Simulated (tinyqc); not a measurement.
Critical temperature from a phonon spectrum: McMillan, Allen-Dynes and the linearised Eliashberg equation: one step, computed by the program tinyqc.

alpha^2 F(omega) = sum_i (lambda_i omega_i/2) delta(omega - omega_i), so that lambda = 2 int alpha^2 F/omega d omega = sum_i lambda_i.

Problem. McMillan and Allen-Dynes. McMillan form: k_B T_c = (omega_log/1.2) exp[-1.04 (1 + lambda)/(lambda - mu* (1 + 0.62 lambda))]. Allen-Dynes multiplies it by f1 f2: f1 = [1 + (lambda/L1)^(3/2)]^(1/3), L1 = 2.46 (1 + 3.8 mu*); f2 = 1 + (omega_rms/omega_log - 1) lambda^2/(lambda^2 + L2^2), L2 = 1.82 (1 + 6.3 mu*) omega_rms/omega_log.

Inputs (values chosen for the exercise, for a model metal): Coulomb pseudopotential mu* = 0.12.

Peaks in alpha^2 F: three.

lambda = 1.279

omega_rms = 59.09548 meV

omega_log = 45.31018 meV

Constants: k_B = 8.617333262e-05 eV/K.

Give: T_c, McMillan form; f1; f2; T_c, Allen-Dynes.

Solution.

T_c, McMillan form = 47.21 K

f1 = 1.067

f2 = 1.026

T_c, Allen-Dynes = 51.68 K

The two corrections raise T_c by 9.5 %. Caution: a phonon-mediated T_c this high is known only in hydrides under high pressure.
